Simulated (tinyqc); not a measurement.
Changing the time t: Cabrera-Mott growth of a thin oxide under its own electric field. Computed by tinyqc, a small Python program. Command: `OMP_NUM_THREADS=1 python tinyqc.py 3024003 3024004 out.jsonl cabrera sweep`. One thread of a shared host (Intel(R) Xeon(R) Processor @ 2.30GHz), about 0.04 s of CPU time with the checks.

Electrons cross the film freely and set a fixed potential V across it; the field V/x lowers the barrier for ions entering the oxide.

Inputs (values chosen for the exercise, for a model metal):
```
quantity                     value        unit
barrier W                     1.43          eV
Mott potential V              0.46           V
ion charge number z              3           -
half jump distance b           1.7    angstrom
prefactor u0 = N Omega nu  4.7e+12  angstrom/s
temperature T                  500           K
starting thickness x0          4.1    angstrom
```

Backward hops: ignored.

Constants: k_B = 8.617333262e-05 eV/K.

Method. u = u0 exp(-W/(k_B T)), X1 = z b V/(k_B T) with V in volts and k_B T in eV; dx/dt = u exp(X1/x). t(x) = int_(x0)^x dx / (dx/dt) by Gauss-Legendre quadrature (80 points on each side of (x0 + 2 x)/3), solved for x.

One run for each value:
```
time t (s)  thickness x (angstrom)  rate at time t (angstrom/s)  field at time t (MV/cm)
1.00e+00                1.1775e+01                       1.8473               3.9066e+00
1.00e+01                1.7906e+01                       0.3792               2.5690e+00
1.00e+02                3.2173e+01                       0.0985               1.4298e+00
1.00e+03                7.7486e+01                       0.0366               5.9366e-01
1.00e+04                3.0240e+02                       0.0217               1.5211e-01
1.00e+05                2.0336e+03                       0.0186               2.2620e-02
1.00e+06                1.8468e+04                       0.0182               2.4908e-03
1.00e+07                1.8174e+05                       0.0181               2.5311e-04
```

Describe the trends.

Over the rows, thickness x (angstrom) rises from 11.8 to 182000 (exponent d ln y / d ln x 0.18 between the first rows and 0.99 between the last); rate at time t (angstrom/s) falls from 1.85 to 0.0181 (exponent d ln y / d ln x -0.69 between the first rows and -0.0012 between the last); field at time t (MV/cm) falls from 3.91 to 2.53e-4 (exponent d ln y / d ln x -0.18 between the first rows and -0.99 between the last).  Left out: 1.00e8 (the run failed its checks).

Caution (all rows): the starting field or rate is formal: the first layers form as fast as oxygen arrives. Caution (rows 100, 1000, 10000, 100000, 1.00e6, 1.00e7): X1/x is small, so backward hops, left out here, would cut the rate. Caution (rows 10000, 100000, 1.00e6, 1.00e7): electrons tunnel only through a few nanometres, so beyond about 10 nm a fixed Mott potential is doubtful.
